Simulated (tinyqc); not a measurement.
# Gate voltage for a given inversion charge

Inverse problem. p-type body, charge-sheet picture, depletion and inversion only, full ionisation (an idealisation for deep acceptors), Boltzmann statistics (rough once Na exp(x - xn) passes about Nc/7). In units of Vt: xg = (Vg - Vfb)/Vt, x = psi/Vt, G = gamma/sqrt(Vt), xn = (2 phiF + Vc)/Vt. The implicit equation is (xg - x)^2 = G^2 [x - 1 + exp(x - xn)] for x above about 3. Cox = eps0 eox/tox. ni = sqrt(Nc Nv) exp(-Eg/(2 Vt)), Eg in volts; phiF = Vt ln(Na/ni); gamma = sqrt(2 q eps0 eps_r Na)/Cox. N_inv = (Cox Vt G/q) [sqrt(x - 1 + exp(x - xn)) - sqrt(x - 1)]. Find x - xn, psi and Vg.

Values chosen for this exercise; band and dielectric values close to those of silicon:
- T = 300 K (temperature)
- Eg = 1.12 eV (band gap)
- eps_r = 11.6 (relative permittivity)
- Nc = 2.79e19 cm^-3 (conduction-band density of states at T)
- Nv = 2.64e19 cm^-3 (valence-band density of states at T)
- eox = 8.92 (relative permittivity of the gate insulator (close to aluminium oxide))
- tox = 17 nm (insulator thickness)
- Na = 1.8e16 cm^-3 (acceptor density)
- Vfb = -0.86 V (flat-band voltage)
- Vc = 0 V (channel-body voltage)

Constants: q = 1.602176634e-19 C, kB = 1.380649e-23 J/K, Vt = kB T/q, eps0 = 8.8541878128e-14 F/cm where lengths are in cm. Results are converted to the units shown.

N_inv = 1.3e10 cm^-2

Solution. N_inv rises steadily with x, so it fixes x; the implicit equation then gives xg directly.

x - xn = 0.598
psi = 0.757 V
Vg = 0.0432 V

Computed by the program tinyqc: `OMP_NUM_THREADS=1 python tinyqc.py 2122226 2122227 out.jsonl`, one thread of a shared Intel Xeon 2.30GHz, about 0.01 s for the whole run.
